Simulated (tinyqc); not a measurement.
# From bipolar thermal conductivity back to temperature T

Model: two-band model of a narrow-gap semiconductor with electrons and holes. Computed by tinyqc, a small Python program. Command: `OMP_NUM_THREADS=1 python tinyqc.py 3009963 3009964 out.jsonl bipolar inv`. One thread of a shared host (Intel(R) Xeon(R) Processor @ 2.30GHz), about 0.1 s of CPU time with the checks.

Two parabolic bands with acoustic scattering (r = -1/2, a = 0), a gap that does not change with T, and fully ionised dopants. Melting is ignored, so values above the melting point are formal, and kappa_L does not change with T. eta_n = (E_F - E_c)/(k_B T), eta_p = -eta_n - E_g/(k_B T).

Inputs (values chosen for the exercise, modelled on PbTe):
```
quantity                                value        unit
electron mass m_n                        0.25         m_0
hole mass m_p                            0.29         m_0
electron mobility parameter mu_300,n     1100  cm^2/(V s)
hole mobility parameter mu_300,p          780  cm^2/(V s)
temperature exponent p                    1.5           -
band gap E_g                             0.32          eV
net doping N                          2.4e+16      1/cm^3
lattice thermal conductivity kappa_L     0.95     W/(m K)
```

Doping: n-type.

Constants: k_B = 8.617333262e-05 eV/K; m_0 = 9.1093837015e-31 kg; k_B = 1.380649e-23 J/K; hbar = 1.054571817e-34 J s; e = 1.602176634e-19 C.

Method:
- With x = E/(k_B T), a = alpha k_B T (0 for a parabolic band), G = x (1 + a x), D = 1 + 2 a x and <y> = int y f (1 - f) dx, f = 1/(1 + exp(x - eta)): tau = tau_0 G^r/D; transport function s = G^(3/2 + r)/D^2; n = N_0 <G^(3/2)> with N_0 = (2 m k_B T)^(3/2)/(3 pi^2 hbar^3).
- Integrals over x = E/(k_B T) use 160 Gauss-Legendre points in u = sqrt(x) from 0 to sqrt(max(eta, 0) + 32).
- Neutrality: n - p = N, with n = N_0(m_n) <x^(3/2)> at eta_n and p = N_0(m_p) <x^(3/2)> at eta_p.
- sigma = e mu_0 N_0 <s> with mu_0 = e tau_0/m = mu_300 (T/300 K)^(-p); |S| = (k_B/e)(<x s>/<s> - eta); Lorenz number L = (k_B/e)^2 (<x^2 s>/<s> - (<x s>/<s>)^2); kappa_e = L sigma T; zT = S^2 sigma T/(kappa_L + kappa_e).
- Hall factor r_H = <x^(3/2)> <x^(1/2)>/<s>^2.
- Both bands together (these totals replace the one-band zT): sigma = sigma_n + sigma_p; S = (sigma_p |S_p| - sigma_n |S_n|)/sigma; kappa_bip = (sigma_n sigma_p/sigma)(|S_n| + |S_p|)^2 T; kappa_e = (L_n sigma_n + L_p sigma_p) T; zT = S^2 sigma T/(kappa_L + kappa_e + kappa_bip); weak-field R_H = (r_p sigma_p^2/p - r_n sigma_n^2/n)/(e sigma^2), where the Hall factors r_n and r_p are <x^(3/2)> <x^(1/2)>/<s>^2.

Task: A run gave the result below. Find the temperature T, known to lie between 420 and 560 K.

bipolar thermal conductivity = 0.189987 W/(m K)

Result:

Each step takes the trial c = (a f_b - b f_a)/(f_b - f_a), f being the result less the target and a, b, c the logarithms of the listed values; c replaces end b, the old b replaces a if the sign of f changed, and otherwise f_a is halved.

Scan of the range:
```
temperature T (K)  bipolar thermal conductivity (W/(m K))
420                                              0.113760
441                                              0.139623
462                                              0.167595
485                                              0.200561
509                                              0.237414
534                                              0.278275
560                                              0.323218
```

False position (Illinois rule, in the logarithm of the input) inside the bracket:
```
step    end a    end b    trial  bipolar thermal conductivity (W/(m K))
1     462.000  485.000  477.500                                0.189552
2     485.000  477.500  477.795                                0.189979
3     485.000  477.795  477.805                                0.189995
4     477.795  477.805  477.800                                0.189987
```

Bipolar thermal conductivity rises at every point of a 13-point scan of the range (every second point is shown), so one value fits; it is bracketed by 462 and 485. Answer: temperature T = 477.8 K.
